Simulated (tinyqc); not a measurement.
Changing the void surface energy gamma: nucleation and growth of vacancy voids in a cooling silicon-like crystal. Computed by tinyqc, a small Python program. Command: `OMP_NUM_THREADS=1 python tinyqc.py 3010103 3010104 out.jsonl voids sweep`. One thread of a shared host (Intel(R) Xeon(R) Processor @ 2.30GHz), about 0.2 s of CPU time with the checks.

Spherical voids; vacancies are lost only to voids.

Inputs (values chosen for the exercise, close to those used for silicon): vacancy density at the melting point C_m = 8.8e+14 1/cm^3; formation energy E_f = 4.14 eV; melting point T_m = 1685 K; diffusion prefactor D0 = 0.0003 cm^2/s; migration energy E_m = 0.36 eV; site density rho = 5e+22 1/cm^3; cooling rate q = 0.38 K/min; ratio (V/G)/xi_c = 1.26; limit of the excess at high V/G = 1.3e+14 1/cm^3; temperature step = 0.125 K.

Vacancy supply: from V/G.

Constants: k_B = 8.617333262e-05 eV/K; k_B = 1.380649e-23 J/K.

Method:
- C = C_x (u - 1)/(u + 0.2) with u = (V/G)/xi_c, a form chosen for the exercise.
- C_e = C_m exp[-(E_f/k_B)(1/T - 1/T_m)]; D = D0 exp(-E_m/(k_B T)); f = k_B T ln(C/C_e); r* = 2 gamma/(rho f); W* = 16 pi gamma^3/(3 rho^2 f^2); Z = f/sqrt(12 pi W* k_B T); I = rho Z (4 pi r* D C) exp(-W*/(k_B T)).
- March down from 1500 K in steps dT, dt = dT/q, with values at the upper end of each step: a class of I dt voids is born with r*; then all classes grow by r^2 += 2 D (C - C_e) dt/rho; C falls by the vacancies added to voids. Stop at 1150 K. T_n is the T of the largest I, N the final count (classes under 1e-6 /cm^3 are dropped), and the mean radius the number average.

One run for each value:
```
void surface energy gamma (J/m^2)  temperature of peak nucleation T_n (K)  void density N (1/cm^3)  mean radius (nm)
0.700                                                            1379.625               9.2067e+05            49.097
0.767                                                            1362.250               8.7505e+05            49.886
0.833                                                            1344.250               8.5107e+05            50.294
0.900                                                            1324.875               8.4288e+05            50.392
0.967                                                            1304.375               8.4792e+05            50.221
1.030                                                            1284.125               8.6325e+05            49.847
1.100                                                            1260.500               8.9175e+05            49.216
```

Over the rows, temperature of peak nucleation T_n (K) falls from 1380 to 1260 (exponent d ln y / d ln x -0.14 between the first rows and -0.28 between the last); void density N (1/cm^3) goes from 921000 through a minimum among these rows, 843000 at 0.900, to 892000; mean radius (nm) goes from 49.1 through a maximum among these rows, 50.4 at 0.900, to 49.2. The surface energy sets the supersaturation needed and so T_n; N and r respond far less than the rate at fixed T would.

Caution (rows 1.03, 1.10): below about 1290 K vacancies bind to oxygen in crucible-grown crystals, which cuts nucleation off; that is left out.

Extremes, crossings and ranges named in words are read from the listed rows.
